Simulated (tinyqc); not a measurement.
Short-channel transistor, virtual-source model with series resistance: one step of the calculation.

The current per gate width is the charge at the top of the source barrier (the virtual source) times its velocity times a saturation function; al and be are fitting constants of the model. Units: I in uA/um, Rs in ohm um, so I Rs = 1e-6 I Rs in volts; Q in uC/cm^2, so I = 1e-4 Q vx0 Fsat with vx0 in cm/s.

Problem. Current through the series resistance. Intrinsic voltages Vg' = Vgs - I Rs, Vd' = Vds - 2 I Rs. n = n0 + nd Vd', VT = VT0 - dl Vd', Ff = 1/(1 + exp((Vg' - VT + al Vt/2)/(al Vt))), Q = Cinv n Vt ln(1 + exp((Vg' - VT + al Vt Ff)/(n Vt))), Vdsat = (vx0 L/mu)(1 - Ff) + Vt Ff, Fsat = u/(1 + u^be)^(1/be) with u = Vd'/Vdsat, and I(out) = Q vx0 Fsat per width. (Fsat takes the sign of u.) I(new) = I(out).

Inputs (values chosen for the exercise):
- T = 300 K (temperature)
- Cinv = 2.31 uF/cm^2 (inversion capacitance)
- vx0 = 7.65e6 cm/s (velocity at the virtual source)
- mu = 180 cm^2/(V s) (apparent mobility)
- L = 130 nm (channel length)
- VT0 = 0.308 V (threshold at zero drain voltage)
- dl = 0.109 V/V (drain-induced barrier lowering)
- n0 = 1.07 (subthreshold factor)
- nd = 0.2 1/V (growth of n with drain voltage)
- al = 3.5 (threshold shift (in units of Vt) from weak to strong inversion)
- be = 1.4 (sharpness of saturation)
- Rs = 300 ohm um (series resistance of each contact)
- Vgs = 0.7 V (gate voltage)
- Vds = 0.2 V (drain voltage)

Constants: q = 1.602176634e-19 C, kB = 1.380649e-23 J/K, Vt = kB T/q. Results are converted to the units shown.

I at the start = 0 uA/um

Give: Vg'; Vd'; VT; Ff; Q; Vdsat; Fsat; I(out); I after iteration 1.

Solution.

Vg' = 0.7000 V
Vd' = 0.2000 V
VT = 0.2862 V
Ff = 0.006223
Q = 0.9572 uC/cm^2
Vdsat = 0.5492 V
Fsat = 0.3117
I(out) = 228.3 uA/um
I after iteration 1 = 228.3 uA/um

Computed by the program tinyqc: `OMP_NUM_THREADS=1 python tinyqc.py 2380146 2380147 out.jsonl`, one thread of a shared Intel Xeon 2.30GHz, about 0.02 s for the whole run.
